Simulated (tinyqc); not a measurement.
Gas flow in a process chamber: flow regimes, conductance, effective pumping speed, pump-down, outgassing and purge. From one set of inputs to another, one input at a time. Computed by tinyqc, a small Python program. Command: `OMP_NUM_THREADS=1 python tinyqc.py 3120880 3120881 out.jsonl pump ladder`. One thread of a shared host (Intel(R) Xeon(R) Processor @ 2.30GHz), about 0.01 s of CPU time with the checks.

Ideal gas, isothermal flow, a pump of constant speed at the end of a round pipe; process gas, volume gas and outgassing are given the same properties. 1 sccm = 101325 Pa x 1e-6 m^3/60 s x T/273.15 K.

The inputs printed are set A. Set A is modelled on oxygen near room temperature; the values taken over come from a set modelled on water vapour near room temperature. Inputs not listed in the table keep their values of set A, so the rows need not describe a real material.

Inputs (values chosen for the exercise, modelled on oxygen near room temperature): molar mass M = 32 g/mol; molecular diameter = 0.36 nm; viscosity eta = 20.6 micropascal s; temperature T = 293 K; chamber volume V = 30 L; wall area = 2.1 m^2; pipe diameter d = 2.5 cm; pipe length l = 92 cm; pump speed S = 6.6 L/s; process gas flow = 25 sccm; outgassing rate after 1 h = 8.6e-07 Pa m^3/(s m^2); outgassing exponent n = 0.97; target base pressure = 4e-05 Pa.

Constants: k_B = 1.380649e-23 J/K; u = 1.6605390666e-27 kg.

Method:
- Mean speed c = sqrt(8 k_B T/(pi m)); aperture conductance C_a = c pi d^2/16; molecular pipe C_m = C_a/(1 + 3 l/(4 d)) (Dushman form); viscous pipe C_v = pi d^4 p_mean/(128 eta l); Knudsen interpolation C = C_v + C_m (1 + x)/(1 + 1.24 x), x = d p_mean sqrt(m/(k_B T))/eta.
- Effective speed 1/S_eff = 1/S + 1/C_m; time constant V/S_eff; pressure at which the free path k_B T/(sqrt2 pi d_m^2 p) equals d.
- Steady flow: the pump inlet is at p_2 = Q/S, and the chamber pressure p_1 solves Q = C((p_1 + p_2)/2) (p_1 - p_2). Residence time = p_1 V/Q.
- Knudsen number = free path at the mean pressure over d.
- From the outgassing limit: t = 1 h x (q_1 A/(S_eff p_target))^(1/n) - 10 s; monolayer time at the target = 1e19 m^-2 x 4 k_B T/(p c) for unit sticking.

Each row keeps all changes above it:
```
input moved                                    from       to  chamber pressure p_1 (Pa)  S_eff in molecular flow (L/s)  time to the target (h)
set A                                             -        -                       13.6                          1.469                    34.2
wall area (m^2)                                 2.1     0.39                       13.6                          1.469                     6.0
process gas flow (sccm)                          25      890                      256.8                          1.469                     6.0
pipe length l (cm)                               92      380                      292.7                          0.439                    20.9
outgassing exponent n                          0.97     0.73                      292.7                          0.439                    56.9
outgassing rate after 1 h (Pa m^3/(s m^2))  8.6e-07  1.3e-06                      292.7                          0.439                   100.3
molar mass M (g/mol)                             32    18.02                      292.6                          0.572                    69.7
chamber volume V (L)                             30       31                      292.6                          0.572                    69.7
```

Where does the difference come from?

Chamber pressure p_1 goes from 13.6 to 293, a factor 21.5 in all. The largest single move comes from process gas flow (a factor 18.9). S_eff in molecular flow goes from 1.47 to 0.572, a factor 0.389 in all. The largest single move comes from pipe length l (a factor 0.299), and molar mass M works against it (a factor 1.30). Time to the target goes from 34.2 to 69.7, a factor 2.04 in all. The largest single move comes from wall area (a factor 0.176), but it runs against the net change; the largest move in the direction of the net change is pipe length l (a factor 3.48). The single moves hold for this order of the switches; the total does not depend on the order.

Caution (rows outgassing rate after 1 h): beyond some 100 h the power law gives way to slower sources such as permeation and bulk diffusion; baking is the usual remedy.

Extremes, crossings and ranges named in words are read from the listed rows.
